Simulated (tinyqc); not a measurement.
# Reflectance at normal incidence against thickness

Normal incidence on air, film (n1) and substrate (N2 = n2 - i k2): r01 = (1 - n1)/(1 + n1), r12 = (n1 - N2)/(n1 + N2), amplitude (r01 + r12 X)/(1 + r01 r12 X), X = exp(-4 pi i n1 d/lam), R its squared modulus, phase from 0 to 360 degrees.

Parameters, values chosen for the exercise:
- lam = 546.1 nm (wavelength)
- n1 = 1.469 (index of the transparent film)
- n2 = 4.086 (index of the substrate)
- k2 = 0.031 (extinction coefficient of the substrate)

Results:

| d (nm) | R (%) | phase of the reflected amplitude (degrees) |
|---|---|---|
| 0 | 36.819 | 179.77 |
| 24 | 33.658 | 149.66 |
| 71 | 14.316 | 66.906 |
| 95 | 9.5930 | 352.29 |
| 119 | 16.203 | 282.20 |
| 142 | 26.819 | 238.42 |
| 166 | 34.718 | 204.47 |
| 190 | 36.718 | 174.73 |

Estimate the missing row, d = 48 nm.

Computed row:

| d (nm) | R (%) | phase of the reflected amplitude (degrees) |
|---|---|---|
| 48 | 24.826 | 114.21 |

With this row back in the table: R goes from 36.8 through a minimum of 9.59 (at d = 95 nm among the rows listed) to 36.7 %. At a quarter wave, d = 92.9 nm, R = 9.54 %; for a transparent substrate it would vanish for n1 = sqrt(n2) = 2.02.

Program tinyqc, `OMP_NUM_THREADS=1 python tinyqc.py 2870156 2870157 out.jsonl`; Intel Xeon 2.30GHz, shared host, one thread, about 0.4 s.
